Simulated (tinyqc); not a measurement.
Gaps across the alloy: virtual-crystal alloy in the empirical-pseudopotential method.

Empirical pseudopotential on the fcc lattice, atoms at +/- tau, tau = a (1,1,1)/8, no spin-orbit coupling. H(G,G') = c (2 pi/a)^2 |k + G|^2 delta + VS(q) cos(q.tau) + i VA(q) sin(q.tau), q = G - G', c = hbar^2/2m0; k and G in units of 2 pi/a; VS at |q|^2 = 3, 8, 11 and VA at 3, 4, 11, in rydberg, zero elsewhere. At each k the basis holds all G with |k + G|^2 up to 16; energies are counted from the fourth level at Gamma.

Virtual crystal A(1-x)B(x): a = (1 - x) a_A + x a_B. Rule linear: V = (1 - x) V_A + x V_B. Rule volume: V = [(1 - x) a_A^3 V_A + x a_B^3 V_B]/a^3, since a form factor is an atomic potential divided by the cell volume.

Constants: hbar^2/2m0 = 3.80998211 eV angstrom^2; Ry = 13.60569312 eV.

Inputs chosen for the exercise (classic local form factors of the size used for Si (A) and Ge (B), which place X and L only to a few tenths of an eV; shifted at random, so the results belong to these values and not to a real crystal):

| symbol | value | unit | meaning |
|---|---|---|---|
| a | (5.422, 5.659) | angstrom | lattice constants of A, B |
| VSA | (-0.214, 0.041, 0.081) | Ry | symmetric form factors of A |
| VAA | (0, 0, 0) | Ry | antisymmetric form factors of A |
| VSB | (-0.226, 0.01, 0.059) | Ry | symmetric form factors of B |
| VAB | (0, 0, 0) | Ry | antisymmetric form factors of B |
| rule | volume |  | mixing rule |

Gaps from the valence top to the fifth band at Gamma, at L = (1/2,1/2,1/2) and at the lowest of k = (f,0,0), f = 0.70, 0.75, ..., 1.00. Bowing C = 4 [(E(0) + E(1))/2 - E(1/2)].

Gaps (eV):

| x | Gamma | Delta/X | f of the minimum | L | lowest |
|---|---|---|---|---|---|
| 0.000 | 3.423 | 0.872 | 0.85 | 1.908 | Delta/X |
| 0.167 | 3.419 | 0.875 | 0.85 | 1.728 | Delta/X |
| 0.333 | 3.039 | 0.876 | 0.85 | 1.548 | Delta/X |
| 0.500 | 2.569 | 0.877 | 0.85 | 1.371 | Delta/X |
| 0.667 | 2.109 | 0.877 | 0.85 | 1.196 | Delta/X |
| 0.833 | 1.660 | 0.875 | 0.85 | 1.024 | Delta/X |
| 1.000 | 1.223 | 0.873 | 0.85 | 0.855 | L |

bowing (eV): Gamma -0.983, Delta/X -0.016, L 0.044

What can be read from this table?

The lowest valley changes: Delta/X to L between x = 0.833 and 1.000. From A to B the Gamma gap moves by -2.20 eV, L by -1.05 eV and Delta/X by 0.00 eV; a move of Delta/X below about 0.4 eV is within the error of such form factors, sign included. The virtual crystal holds no disorder and no bond relaxation, so its bowing comes from the non-linear dependence on the mean potential and volume alone, and it may differ from measured bowing, which is positive in these alloys, in size and even in sign; crossings move with it; where the character of the fifth band at Gamma changes along x, its value mixes two levels.

Run: tinyqc, `OMP_NUM_THREADS=1 python tinyqc.py 1050856 1050857 out.jsonl`; Intel(R) Xeon(R) Processor @ 2.30GHz, one thread, shared host; about 0.2 s of CPU time with all checks.
